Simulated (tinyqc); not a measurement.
Extended Hueckel theory, for BeH2, step by step. Computed by tinyqc, a small Python program that keeps every step (integrals from PySCF). Settings: charge = 0, K = 1.75, weighted = 1, multiplicity = 1. Command: `OMP_NUM_THREADS=1 python tinyqc.py 21346 21347 out.jsonl` (the two numbers bound the seeds that draw the settings). One thread of a shared host (Intel(R) Xeon(R) Processor @ 2.60GHz), about 0.01 s of CPU time with the checks.

## Overlaps

Geometry (angstrom):
```
atom         x          y         z
Be    0.000000   0.000000  0.000000
H     0.000000   1.390000  0.000000
H     0.000000  -1.477000  0.000000
```

Parameters chosen for this run:
```
element  shell  Slater exponent   H_ii (eV)
H           1s         1.300000  -13.600000
Be          2s         0.975000  -10.000000
Be          2p         0.975000   -6.000000
```

Slater orbitals, each expanded in six Gaussians scaled to its exponent.

overlap S:
```
           1Be 2s   1Be 2px    1Be 2py   1Be 2pz     2H 1s      3H 1s
1Be 2s   1.000000  0.000000   0.000000  0.000000  0.436551   0.408430
1Be 2px  0.000000  1.000000   0.000000  0.000000  0.000000   0.000000
1Be 2py  0.000000  0.000000   1.000000  0.000000  0.531628  -0.510330
1Be 2pz  0.000000  0.000000   0.000000  1.000000  0.000000   0.000000
2H 1s    0.436551  0.000000   0.531628  0.000000  1.000000   0.021469
3H 1s    0.408430  0.000000  -0.510330  0.000000  0.021469   1.000000
```

## Wolfsberg-Helmholz matrix

diagonal H_ii (eV): 1Be 2s -10.000000, 1Be 2px -6.000000, 1Be 2py -6.000000, 1Be 2pz -6.000000, 2H 1s -13.600000, 3H 1s -13.600000

K = 1.750000

H_ij = K' S_ij (H_ii + H_jj)/2 for i != j (the diagonal keeps H_ii), with K' = K + D^2 + D^4 (1 - K), D = (H_ii - H_jj)/(H_ii + H_jj), K = 1.75.

H (eV):
```
             1Be 2s    1Be 2px    1Be 2py    1Be 2pz       2H 1s       3H 1s
1Be 2s   -10.000000   0.000000   0.000000   0.000000   -9.132549   -8.544274
1Be 2px    0.000000  -6.000000   0.000000   0.000000    0.000000    0.000000
1Be 2py    0.000000   0.000000  -6.000000   0.000000   -9.812429    9.419314
1Be 2pz    0.000000   0.000000   0.000000  -6.000000    0.000000    0.000000
2H 1s     -9.132549   0.000000  -9.812429   0.000000  -13.600000   -0.510955
3H 1s     -8.544274   0.000000   9.419314   0.000000   -0.510955  -13.600000
```

## Orbitals

valence electrons = 4

Solve H C = S C e through S^(-1/2); fill by pairs from the bottom, a degenerate level sharing its electrons equally; each orbital has its largest coefficient positive (the first on a tie).

orbital energies (eV): -15.591708  -14.436469  -6.000000  -6.000000  1.386482  17.155445

occupations: 2.000000  2.000000  0.000000  0.000000  0.000000  0.000000

coefficients:
```
              MO1        MO2        MO3       MO4        MO5        MO6
1Be 2s   0.399961   0.010584   0.000000  0.000000   1.166443   0.143390
1Be 2px  0.000000   0.000000  -0.507895  0.861419   0.000000   0.000000
1Be 2py  0.009494  -0.275542   0.000000  0.000000  -0.110948   1.470754
1Be 2pz  0.000000   0.000000   0.861419  0.507895   0.000000   0.000000
2H 1s    0.516439  -0.528355   0.000000  0.000000  -0.652383  -1.006473
3H 1s    0.475721   0.582464   0.000000  0.000000  -0.760535   0.825380
```

sum of one-electron energies = -60.056354 eV

Within a degenerate level the vectors are fixed only up to a rotation; this is one choice.

## Mulliken analysis

P = C n C^T; charge = valence electrons (H 1, Be 2) minus the sum of (P S)_ii on the atom; overlap population = 2 sum P_ij S_ij between two atoms.

charges: 1Be 0.872685, 2H -0.424540, 3H -0.448145

Overlap populations:
```
pair      value
2-1    0.670936
3-1    0.639317
3-2   -0.005330
```
